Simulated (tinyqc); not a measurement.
Off-state leakage of single and stacked transistors: one step of the calculation.

n-channel devices of unit width. Subthreshold current I(Vg, Vs, Vd) = I0 (T/300 K)^0.5 exp[(Vg - Vs - VT(T) - gb (Vs - Vb) + dd (Vd - Vs))/(nf Vt)] (1 - exp(-(Vd - Vs)/Vt)), VT(T) = VT - cT (T - 300 K). Gate-edge tunnelling Ig (Vd/1 V) exp(ag (Vd - 1 V)), for a gate at 0 V, and band-to-band leakage Ab u exp(-Bb/u), u = Vd - Vb + 1 V, flow at a drain held at V; both are taken as independent of T. In a stack of off transistors (all gates at 0 V) the same subthreshold current passes through each.

Problem. Leakage of one transistor. Vg = Vs = 0, Vd = V; effective threshold VT(T) - gb Vb - dd V.

Parameters, values chosen for the exercise; values of the order met in bulk silicon logic transistors:
- T = 378 K (temperature)
- V = 0.8 V (supply voltage)
- VT = 0.34 V (threshold at 300 K, zero drain and body bias)
- cT = 0.6 mV/K (fall of the threshold with temperature)
- I0 = 0.17 uA/um (current at threshold at 300 K)
- nf = 1.26 (slope factor)
- dd = 0.06 (drain-induced lowering per volt)
- gb = 0.24 (rise of the threshold per volt of source-body bias)
- Ig = 5e-5 uA/um (gate-edge tunnelling current at 1 V)
- ag = 5.9 1/V (exponential slope of the gate current)
- Ab = 20 uA/(um V) (prefactor of band-to-band leakage at the drain)
- Bb = 24 V (its exponential voltage)
- Vb = 0 V (body voltage)

Constants: q = 1.602176634e-19 C, kB = 1.380649e-23 J/K, Vt = kB T/q. Results are converted to the units shown.

Find: effective threshold; parts; total; shares.

Solution.

effective threshold = 0.2452 V
parts (nA/um): subthreshold 0.4853, gate edge 0.01229, band-to-band 0.05831
total = 0.5559 nA/um
shares (%): subthreshold 87.30, gate edge 2.211, band-to-band 10.49

The subthreshold part is the largest.

Computed by the program tinyqc: `OMP_NUM_THREADS=1 python tinyqc.py 2242270 2242271 out.jsonl`, one thread of a shared Intel Xeon 2.30GHz, about 0.03 s for the whole run.
